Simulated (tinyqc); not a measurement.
Opening the gap, as alloying or pressure does: deep trap from a strong local potential in a two-band host (Koster-Slater model with semi-elliptic bands). Computed by tinyqc, a small Python program. Command: `OMP_NUM_THREADS=1 python tinyqc.py 3020365 3020366 out.jsonl deeptrap walk`. One thread of a shared host (Intel(R) Xeon(R) Processor @ 2.30GHz), about 0.03 s of CPU time with the checks.

The valence band spans -2 W_v to 0 and the conduction band E_g to E_g + 2 W_c. The orbital at the impurity site has weight f_v in the valence band and 1 - f_v in the conduction band, each spread as a semi-ellipse (2/(pi W^2)) sqrt(W^2 - x^2) about the band centre. The impurity adds U to this orbital. Spin is left out.

Inputs (values chosen for the exercise, for a model semiconductor): gap E_g = 6.43 eV; half-width of the valence band W_v = 2.5 eV; half-width of the conduction band W_c = 4.1 eV; valence weight f_v of the site orbital = 0.53; impurity potential U = 24.5 eV.

Impurity: repulsive, acceptor-like.

Method:
- In the gap G(E) = f_v (2/W_v^2)[x - sqrt(x^2 - W_v^2)] - (1 - f_v)(2/W_c^2)[y - sqrt(y^2 - W_c^2)], x = E + W_v, y = E_g + W_c - E.
- The trap level solves G(E) = 1/U (bisection). With D = -dG/dE = D_v + D_c, D_v = f_v (2/W_v^2)[x/sqrt(x^2 - W_v^2) - 1] and D_c = (1 - f_v)(2/W_c^2)[y/sqrt(y^2 - W_c^2) - 1], the weight on the impurity orbital is 1/(U^2 D) and the conduction-band character is D_c/D.
- The conduction band is shifted rigidly; widths, weights and U stay.

Against the gap:
```
E_g (eV)  E_t (eV)  depth below E_c (eV)  conduction character
3.21        1.6931                1.5169               0.38332
4.18        2.0506                2.1294               0.35483
5.14        2.3797                2.7603               0.33146
5.79        2.5905                3.1995               0.31739
6.43        2.7895                3.6405               0.30456
7.39        3.0732                4.3168               0.28686
8.36        3.3434                5.0166               0.27049
10.30       3.8392                6.4608               0.24138
```

What does the comparison show, and why?

As the conduction band moves up by 7.090 eV the level follows by 2.146 eV, a mean slope of 0.30; the local slope is the conduction character. A shallow donor would follow with slope 1 and a shallow acceptor with slope 0.
